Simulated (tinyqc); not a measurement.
# Stacked nanosheet transistor, parasitic resistance, capacitance and delay: effect of the contact resistivity

Ns sheets share one contact on top; each has perimeter p = 2 (Ws + ts) and cross-section A = Ws ts; contact width Wc = Ws + 10 nm, stack height Hs = Ns pv. Sheet 1 is the top one. Contact length Lc = CPP - Lg - 2 Lsp, shared by two neighbouring gates. Source and drain sides are equal. The formulas are first-order estimates, not field solutions.

Epitaxy sheet resistance Rsh = re/te, transfer length LT = sqrt(rc/Rsh), contact Rc = [sqrt(rc Rsh)/Wc] coth(Lc/(2 LT)); extension of one sheet Rx = rx Lsp/A. With N sheets: gate Cg = Cinv p N Lg; per side, plate Cp = ks eps0 [Wc (Hs + Hc) - N A]/Lsp, top fringe Cf = (2/pi) ks eps0 Wc ln(1 + Lg/(2 Lsp)), overlap Co = Cinv p N Lov. One sheet: I = p Q vx u/(1 + |u|^1.8)^(1/1.8), Q = Cinv n Vt ln(1 + exp((Vg' - VT + dl Vd')/(n Vt))), u = Vd' mu/(vx Lg), Vg' = Vgs - v, Vd' = Vds - 2 v, with the drop on each side v_j = Rc sum I + rv (sum over levels k = 2..j of the current of sheets k..Ns) + Rx I_j. Ieff = [I(Vgs = Vdd, Vds = Vdd/2) + I(Vdd/2, Vdd)]/2, total currents. With Cs = Cp + Cf + Co, the load of an inverter of two such devices driving an equal one is CL = 2 (Cg + 2 Cs) + 4 Cs + Cw (own drains counted twice for the Miller effect); delay CL Vdd/(2 Ieff).

Inputs (values chosen for the exercise); values close to those of silicon logic devices: temperature T = 300 K; number of sheets Ns = 3; sheet width Ws = 20 nm; sheet thickness ts = 7 nm; vertical pitch of the sheets pv = 12 nm; vertical resistance between sheet levels rv = 55 ohm; contacted gate pitch CPP = 45 nm; gate length Lg = 14 nm; spacer length Lsp = 4 nm; relative permittivity of the spacer ks = 3.3; gate height above the channel stack Hc = 25 nm; resistivity of the source-drain epitaxy re = 0.00043 ohm cm; current-carrying depth of the epitaxy te = 25 nm; resistivity of the extension rx = 0.00096 ohm cm; gate overlap Lov = 1.5 nm; inversion capacitance Cinv = 3.4 uF/cm^2; injection velocity vx = 8.4e6 cm/s; apparent mobility mu = 220 cm^2/(V s); threshold at zero drain voltage VT = 0.28 V; barrier lowering dl = 0.02 V/V; subthreshold factor n = 1.09; wire load Cw = 0.18 fF; supply voltage Vdd = 0.7 V.

Constants: q = 1.602176634e-19 C, kB = 1.380649e-23 J/K, eps0 = 8.8541878128e-12 F/m, Vt = kB T/q. Results are converted to the units shown.

The same in every row: Rx/N (ohm) = 91.43; CL (aF) = 487.2.

Effect of the contact resistivity:
```
rc (ohm cm^2)  Rc (ohm)  Ieff (uA)  delay (ps)
1e-10             48.22      107.4       1.588
2.1e-10           81.41      105.7       1.613
4.5e-10           151.7      102.3       1.666
9.7e-10           302.8      95.61       1.784
2.1e-9            630.5      82.80       2.060
4.4e-9             1297      61.65       2.766
9.4e-9             2747      36.90       4.622
2e-8               5819      20.05       8.504
```

What does the comparison show?

As rc goes from 1e-10 to 2e-8 ohm cm^2, Ieff falls from 107 to 20.1 uA, CL stays at 487 aF and the delay rises from 1.59 to 8.50 ps. Rc goes as rc^(0.71) at the start and rc^(0.99) at the end (1/2 for a long contact, 1 for a short one). For rc = 1e-10 to 2.1e-10 ohm cm^2 rc lies near or below the quantum limit of metal-silicon contacts.

tinyqc, about 0.1 s, one thread, Intel Xeon 2.30GHz (shared host): `OMP_NUM_THREADS=1 python tinyqc.py 2170116 2170117 out.jsonl`
